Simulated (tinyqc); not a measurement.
Length of a molecular wire: coherent transport through a tight-binding bridge. Computed by the program tinyqc. T = Gamma_L Gamma_R |G_1n|^2 with the self-energies of semi-infinite chains.

A uniform bridge between two chains:
```
parameter,value
site energy (eV),2.810000
hopping in the bridge (eV),0.720000
lead hopping (eV),1.590000
couplings (eV),"0.43, 1.04"
E (eV),-0.170000
```

Transmission against length:
```
sites,T,ln T
2,2.2684e-03,-6.089
4,9.9982e-06,-11.513
5,6.6371e-07,-14.225
6,4.4059e-08,-16.938
7,2.9248e-09,-19.650
8,1.9416e-10,-22.362
9,1.2889e-11,-25.075
10,8.5561e-13,-27.787
```

Estimate the missing row, sites = 3.

Computed row:
```
sites           T    ln T
3      1.5061e-04  -8.801
```

E lies outside the band of the bridge (|E - e|/2h = 2.069 > 1), so T decays as exp(-beta n) with beta = 2 arccosh(2.069) = 2.7123 a site; the last two rows give 2.7123.
